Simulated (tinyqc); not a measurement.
Inside a calculation. Model: read current of a NAND string, cells in series solved by shooting.

Computed by the program tinyqc: `OMP_NUM_THREADS=1 python tinyqc.py 2142080 2142081 out.jsonl`, one thread of a shared Intel Xeon 2.30GHz, about 0.9 s for the whole run. Printed values are rounded.

Cells in series, numbered from 0 at the source line (0 V) to the bit line, each followed by a gap resistance Rg. A cell with gate Vg, threshold VT, source Vs and drain Vd passes I = 2 nf K Vt^2 [F(Vs) - F(Vd)]/(1 + th max(Vg - VT, 0)), F(V) = ln^2(1 + exp((Vg - VT - nf V)/(2 nf Vt))). The selected cell has Vg = Vr, the others Vg = Vp.

Parameters, values chosen for the exercise; values of the order met in vertical NAND strings:
```
symbol  value    unit                                 meaning
T         300       K                             temperature
K         6.1  uA/V^2                   gain factor of a cell
nf        2.2                                    slope factor
th       0.05     1/V               mobility reduction factor
Rg        3.9    kohm     resistance of the gap between cells
Vbl       0.5       V                        bit-line voltage
Vp        7.9       V                            pass voltage
Vr       2.21       V  read voltage on the selected word line
```

Constants: q = 1.602176634e-19 C, kB = 1.380649e-23 J/K, Vt = kB T/q. Results are converted to the units shown.

## Step 1: node voltages for a trial current

first trial current = 0.8 uA
thresholds from the source end, cell 0 to 4 (V): 3  3  3  0.4  3

For a trial current I start at 0 V and, cell by cell (the selected one is cell 3), solve for the drain: sqrt(F(Vd)) = sqrt(F(Vs) - I/k), k = 2 nf K Vt^2/(1 + th max(Vg - VT, 0)), Vd = [Vg - VT - 2 nf Vt ln(exp(sqrt F) - 1)]/nf, then add I Rg.

node voltage after each cell and gap, trial 1, cell 0 to 4 (V): 0.0366952  0.0739618  0.111829  0.213180  0.253492

## Step 2: node voltages for a trial current

second trial current = 1.2 uA

As before.

node voltage after each cell and gap, trial 2, cell 0 to 4 (V): 0.0552371  0.111791  0.169767  0.346439  0.411271

## Course of the secant iteration

Secant steps on the end voltage less Vbl, from the two trials; a trial above the saturation current of a cell has no solution and is moved halfway to the previous trial. Stop below 1e-9 V.

Course of the iteration:
```
iteration   I (uA)  end voltage - Vbl (V)  halvings
1          1.42495                 0.0188         0
2          1.38554               -1.50e-3         0
3          1.38844               -2.58e-5         0
4          1.38849                3.51e-8         0
5          1.38849              -8.25e-13         0
```

Converged in 5 iterations to I = 1.3885 uA. The selected cell takes 43.8 % of the bit-line voltage and the gaps together 5.42 %.
